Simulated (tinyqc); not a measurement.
Anisotropic elasticity and sound waves of a cubic crystal. Changing the C44. Computed by tinyqc, a small Python program. Command: `OMP_NUM_THREADS=1 python tinyqc.py 3018975 3018976 out.jsonl cubicelastic sweep`. One thread of a shared host (Intel(R) Xeon(R) Processor @ 2.30GHz), about 0.01 s of CPU time with the checks.

Voigt order 1..6 = xx, yy, zz, yz, xz, xy, with engineering shear strains. The rotated frame has x' as named, z' along the wafer normal and y' = z' x x'.

Inputs (values chosen for the exercise, modelled on molybdenum):

| quantity | value | unit |
|---|---|---|
| C11 | 464.1 | GPa |
| C12 | 158.2 | GPa |
| expansion coefficient of the film | 4.9 | ppm/K |
| expansion coefficient of the substrate | 2.6 | ppm/K |
| cooling Delta T | 100 | K |

Frame: (001) wafer, x' along [110].

direction cosines a (rows x', y', z' in the cube axes):
```
            x         y         z
x'   0.707107  0.707107  0.000000
y'  -0.707107  0.707107  0.000000
z'   0.000000  0.000000  1.000000
```

Method:
- S11 = (C11 + C12)/D, S12 = -C12/D, D = (C11 - C12)(C11 + 2 C12), S44 = 1/C44. Zener ratio A = 2 C44/(C11 - C12); S0 = S11 - S12 - S44/2; H = 2 C44 + C12 - C11.
- C'_ijkl = C12 delta_ij delta_kl + C44 (delta_ik delta_jl + delta_il delta_jk) - H sum_m a_im a_jm a_km a_lm.
- Invert C' to S'. E along x' = 1/S'11, along y' = 1/S'22; Poisson ratios nu(x'y') = -S'12/S'11 and nu(x'z') = -S'13/S'11; in-plane shear modulus 1/S'66.
- On cooling, a thick substrate imposes eps_1 = eps_2 = (alpha_film - alpha_substrate) Delta T and eps_6 = 0; the free surface sets sigma_3 = sigma_4 = sigma_5 = 0, which fixes eps_3, eps_4, eps_5. Biaxial modulus M = (sigma_1 + sigma_2)/(2 eps); energy density M eps^2. Elastic response and constant coefficients are assumed.

One run for each value:

| C44 (GPa) | Zener ratio A | E along x' (GPa) | E along y' (GPa) | biaxial modulus M (GPa) | nu(x'y') | nu(x'z') |
|---|---|---|---|---|---|---|
| 45.9 | 0.3001 | 155.80 | 155.80 | 514.45 | 0.69715 | 0.10323 |
| 64.2 | 0.4197 | 205.51 | 205.51 | 514.45 | 0.60053 | 0.13617 |
| 89.8 | 0.5871 | 266.25 | 266.25 | 514.45 | 0.48246 | 0.17642 |
| 126.0 | 0.8238 | 338.29 | 338.29 | 514.45 | 0.34242 | 0.22415 |
| 176.0 | 1.1507 | 418.00 | 418.00 | 514.45 | 0.18749 | 0.27697 |
| 246.0 | 1.6084 | 502.97 | 502.97 | 514.45 | 0.02230 | 0.33327 |
| 344.0 | 2.2491 | 588.70 | 588.70 | 514.45 | -0.14433 | 0.39007 |
| 481.0 | 3.1448 | 670.39 | 670.39 | 514.45 | -0.30313 | 0.44420 |
| 673.0 | 4.4001 | 744.39 | 744.39 | 514.45 | -0.44696 | 0.49323 |

Over the rows, Zener ratio A rises from 0.300 to 4.40 (exponent d ln y / d ln x about 1.00 throughout); E along x' (GPa) rises from 156 to 744 (exponent d ln y / d ln x 0.83 between the first rows and 0.31 between the last); E along y' (GPa) rises from 156 to 744 (exponent d ln y / d ln x 0.83 between the first rows and 0.31 between the last); biaxial modulus M (GPa) does not change. The exponent of biaxial modulus M stays at 0: a (001) film is not sheared in the cube frame. The crystal is isotropic at C44 = (C11 - C12)/2 = 153 GPa.
